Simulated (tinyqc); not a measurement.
Worked calculation: Kane-Mele model of a buckled honeycomb layer in a normal field. Values are carried at full precision from step to step, so a last printed digit may differ when a step is redone from the rounded ones.

Sublattices A and B lie at +/-b, so the field gives them the energies +/-D, D = e b Ez (in eV for b in angstrom and Ez in V/angstrom); 2 lam is the gap at zero field. Near the valleys tau = +/-1, for spin sz = +/-1: H = hbar v (tau qx sx + qy sy) + m sz_AB with m = D - tau sz lam, hbar v = (sqrt3/2) a t. On the lattice the spin-orbit term is the second-neighbour hopping i (lam/3 sqrt3) nu sz, nu = +/-1 by the sense of the turn. The filled band of one cone contributes tau sign(m)/2 to the Chern number, in the sense Omega = curl of i<u|grad u>. Rashba terms are left out.

Constants: hbar^2/2m0 = 3.80998211 eV angstrom^2.

Inputs chosen for the exercise: a = 2.99 angstrom (lattice constant); t = 1.01 eV (hopping); lam = 0.17 eV (spin-orbit half gap); b = 0.28 angstrom (half the buckling height); Ez = 1.4 V/angstrom (normal field at the atoms, after screening; 0.01 is 1 MV/cm, and gates reach some 0.05); q = 0.028 1/angstrom (distance from K along x).

## The four Dirac masses

Form D, hbar v, and for each flavour m, the gap 2|m|, the band mass 2c|m|/(hbar v)^2 with c = hbar^2/2m0, and the share of the Chern number.

D = 392.000 meV
hbar v = 2.6153 eV angstrom

Flavours:
```
tau  sz  m (meV)  gap (meV)  mass (m0)  share of C
1     1  222.000    444.000    0.24732         0.5
1    -1  562.000   1124.000    0.62610         0.5
-1    1  562.000   1124.000    0.62610        -0.5
-1   -1  222.000    444.000    0.24732        -0.5
```

## Invariants

C(up) and C(down) are the sums over valleys; spin Chern number (C(up) - C(down))/2; valley number, the sum for tau = +1 less that for tau = -1; Z2 index |C(up)| mod 2; critical field lam/b.

C(up), C(down): 0  0

spin Chern number = 0
valley number = 2
Z2 = 0
critical field = 0.6071 V/angstrom

|D| > lam: all masses share the sign of D, a band insulator with valley Hall response.

## Levels and curvature at distance q

E = sqrt(m^2 + (hbar v q)^2); curvature of the filled band Omega = tau (hbar v)^2 m/(2 E^3).

At q:
```
tau  sz  E (meV)  Omega (angstrom^2)
1     1  233.766               59.43
1    -1  566.751               10.56
-1    1  566.751              -10.56
-1   -1  233.766              -59.43
```

In each valley the two spins differ by 332.985 meV, with opposite order in the other valley.

## Checks

- Curvature formula against a plaquette: both 59.43.

tinyqc: `OMP_NUM_THREADS=1 python tinyqc.py 1482277 1482278 out.jsonl`; about 0.02 s, one thread, shared Intel(R) Xeon(R) Processor @ 2.30GHz.
